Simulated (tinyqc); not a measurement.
What moves the results: polar nitride quantum well with polarisation fields. A value that a table varies takes the place of the one given here.

Growth along [0001]. e_par = (a_sub - a)/a, Ppz = 2 e_par (e31 - e33 C13/C33), P = Psp + Ppz in each layer; strain relaxation and the strain shift of the gaps are left out, although thick layers with more than about 1 % mismatch would relax.

In a periodic stack without free charge the potential drop over a period vanishes: F_w = (P_b - P_w) Lb/(eps0 (eps_w Lb + eps_b Lw)), F_b = -F_w Lw/Lb, eps0 = 8.8541878e-12 F/m; 1 MV/cm = 1e8 V/m = 0.01 V/angstrom.

Envelope functions on cells of 0.25 angstrom over barrier, well, barrier (widths Lb, Lw, Lb), psi = 0 beyond, psi'/m continuous (mean mass between points), c = hbar^2/2m0. With u(z) the integral of e F (F_w in the well, F_b = -F_w Lw/Lb in the barriers, 1 MV/cm = 0.01 V/angstrom), zero at the centre of the well, the electron sees u plus Vc in the barriers and the hole -u plus Vv. The transition is Eg + E_e + E_h; excitons are left out.

Constants: hbar^2/2m0 = 3.80998211 eV angstrom^2; hc = 1239.841984 eV nm.

Parameters, chosen for this exercise (near those of a GaN well in AlN; shifted at random, so the results belong to these values and not to a real crystal): a_w = 3.189 angstrom (lattice constant a, well); a_b = 3.112 angstrom (lattice constant a, barrier); a_sub = 3.112 angstrom (in-plane lattice constant of the stack); Psp_w = -0.0332 C/m^2 (spontaneous polarisation); Psp_b = -0.0898 C/m^2 (spontaneous polarisation); e31_w = -0.347 C/m^2; e31_b = -0.522 C/m^2; e33_w = 0.691 C/m^2; e33_b = 1.472 C/m^2; C_w = 0.273 (C13/C33); C_b = 0.287 (C13/C33); eps_w = 10.3 (dielectric constant); eps_b = 10 (dielectric constant); Lb = 85 angstrom (barrier width); Eg = 3.44 eV (gap of the well); Vc = 1.85 eV (conduction offset); Vv = 0.87 eV (valence offset); me = 0.2 m0 (electron, well); meb = 0.32 m0 (electron, barrier); mh = 1.65 m0 (hole, everywhere); Ls = (12, 18, 24, 30, 36, 45) angstrom (well widths); Lw = 22 angstrom (well width).

## Width of the well

Field, levels and overlap anew for each width.

Results:

| Lw (angstrom) | F_w (MV/cm) | E (eV) | E without field (eV) | overlap^2 | ln overlap^2 |
|---|---|---|---|---|---|
| 12 | -7.953 | 3.8050 | 4.0021 | 0.523 | -0.65 |
| 18 | -7.501 | 3.3260 | 3.7662 | 0.163 | -1.81 |
| 24 | -7.097 | 2.9317 | 3.6530 | 0.0294 | -3.53 |
| 30 | -6.735 | 2.5808 | 3.5900 | 0.00341 | -5.68 |
| 36 | -6.408 | 2.2634 | 3.5514 | 0.000283 | -8.17 |
| 45 | -5.973 | 1.8397 | 3.5164 | 4.25e-06 | -12.37 |

The red shift grows from 197 to 1677 meV. The line drops below Eg between 12 and 18 angstrom, which a square well can never do. Over the last two rows dE/dLw = -47.1 meV per angstrom, against -|e F_w| = -59.7 in the last row; the field itself weakens by 25 % over the table, since a wider well shares the drop with the barrier. The overlap falls by a factor 1.23e+05.

## Screening the field

F_w = -7.2266 MV/cm

Carriers or a semipolar orientation reduce the field; here it is simply scaled in well and barrier.

Results:

| share of the field | F_w (MV/cm) | E (eV) | nm | overlap^2 | separation (angstrom) |
|---|---|---|---|---|---|
| 1.0 | -7.227 | 3.0574 | 405.5 | 0.055 | 13.1 |
| 0.8 | -5.781 | 3.2357 | 383.2 | 0.10 | 12.0 |
| 0.6 | -4.336 | 3.3966 | 365.0 | 0.19 | 10.6 |
| 0.4 | -2.891 | 3.5341 | 350.8 | 0.36 | 8.6 |
| 0.2 | -1.445 | 3.6382 | 340.8 | 0.67 | 5.7 |
| 0.0 | 0.000 | 3.6831 | 336.6 | 0.98 | 0.0 |

Full screening shifts the line by -68.9 nm (+626 meV). The first fifth of the screening gives 178 meV and the last fifth 45 meV; a purely quadratic shift would give a ratio of 9, a linear one 1, and here it is 4.0.

## What each parameter does

Polarisation, field, levels and overlap anew. Each row changes one parameter from the base and keeps the others.

Results:

| case | F_w (MV/cm) | E (eV) | overlap^2 | red shift (meV) |
|---|---|---|---|---|
| base | -7.227 | 3.0574 | 0.055 | 626 |
| Lw = 18 angstrom | -7.501 | 3.3260 | 0.16 | 440 |
| Lb = 110 angstrom | -7.572 | 3.0117 | 0.047 | 671 |
| a_sub = 3.122 angstrom | -7.464 | 3.0268 | 0.050 | 656 |
| Psp_b = -0.0988 C/m^2 | -8.015 | 2.9542 | 0.040 | 729 |
| e33_w = 0.76 C/m^2 | -7.306 | 3.0472 | 0.053 | 636 |
| eps_w = 11.3 | -6.706 | 3.1234 | 0.069 | 560 |
| mh = 1.15 m0 | -7.227 | 3.1001 | 0.073 | 596 |
| Vc = 1.573 eV | -7.227 | 3.0341 | 0.050 | 640 |

The largest shifts from the base row, up to three for each result and ties (the steps differ in size, so this ranks the rows, not the parameters). F_w (MV/cm): Psp_b -0.789, eps_w +0.520, Lb -0.346; unchanged at the printed digits by mh and Vc. E (eV): Lw +0.2686, Psp_b -0.1032, eps_w +0.0659. overlap^2: Lw +0.108, mh +0.0179, Psp_b -0.0155. red shift (meV): Lw -185, Psp_b +103, eps_w -66.

Run: tinyqc, `OMP_NUM_THREADS=1 python tinyqc.py 1250502 1250503 out.jsonl`; Intel(R) Xeon(R) Processor @ 2.30GHz, one thread, shared host; about 0.04 s of CPU time with all checks.
